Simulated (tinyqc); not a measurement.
## Bulk resistivity and mean free path from two films

Question. In the thick-film limit single-crystal films obey rho = rho0 (1 + 3 (1 - ps) lam/(8 d)). Find rho0, lam and the product rho0 lam.

Values chosen for this exercise:
- ps = 0 (specular share of surface scattering)

rho at d = 97 and 310 nm (uohm cm): [1.9602577, 1.7814355]

Answer. rho is a straight line in 1/d: the intercept is rho0 and the slope (3/8)(1 - ps) rho0 lam. Without ps only the product (1 - ps) lam could be found.

rho0 = 1.700 uohm cm
lam = 39.60 nm
rho0 lam = 67.32 uohm cm nm

Computed by the program tinyqc: `OMP_NUM_THREADS=1 python tinyqc.py 2100074 2100075 out.jsonl`, one thread of a shared Intel Xeon 2.30GHz, about 0.01 s for the whole run.
